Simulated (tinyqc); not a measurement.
Deep-level transient spectroscopy (DLTS) of one majority-carrier trap: one step, computed by the program tinyqc.

A filling pulse loads the traps in a one-sided junction; under reverse bias they empty at the rate e, and the capacitance relaxes as C(t) = C_0 - dC exp(-e t). The signal is S = [C(t_2) - C(t_1)]/dC.

Task: Signal size and trap density. W = sqrt(2 eps eps_0 (V_b + V_r)/(e N)), C_0 = eps eps_0 area/W. The pulse goes to zero bias, W_0 = W(V_r = 0). Traps within lambda = sqrt(2 eps eps_0 (E_t - E_F)/(e^2 N)) of the depletion edge stay filled, with E_F = k_B T_p ln(N_b/N) from the band, N_b = 2 M (2 pi m k_B T_p/h^2)^(3/2) (dopants taken as fully ionised). dC = C_0 (N_t/2N) f, f = [(W - lambda)^2 - max(W_0 - lambda, 0)^2]/W^2. The simple estimate is 2 N dC/C_0.

Inputs (values chosen for the exercise, with mass and screening modelled on GaAs): density-of-states mass m = 0.0647 m_0; valleys M = 1; trap depth E_t = 0.151 eV; temperature T = 83 K; doping N = 1.3e+16 cm^-3; trap density N_t = 1.6e+14 cm^-3; dielectric constant eps = 12.5; built-in voltage V_b = 0.56 V; reverse bias V_r = 6.8 V; diode area = 0.0039 cm^2.

Carriers: electrons. Extra term: capture barrier.

peak temperature T_p = 211.8939 K

Constants: eps_0 = 8.8541878128e-12 F/m; e = 1.602176634e-19 C; k_B = 8.617333262e-05 eV/K; m_0 = 9.1093837015e-31 kg; k_B = 1.380649e-23 J/K; h = 6.62607015e-34 J s.

Give: depletion width W; C_0; lambda; f; transient amplitude dC; simple estimate of N_t.

Result:

depletion width W = 0.8844 micrometre

C_0 = 48.81 pF

lambda = 0.1017 micrometre

f = 0.7573

transient amplitude dC = 227.5 fF

simple estimate of N_t = 1.212e+14 cm^-3

The simple estimate finds 76 % of the traps.
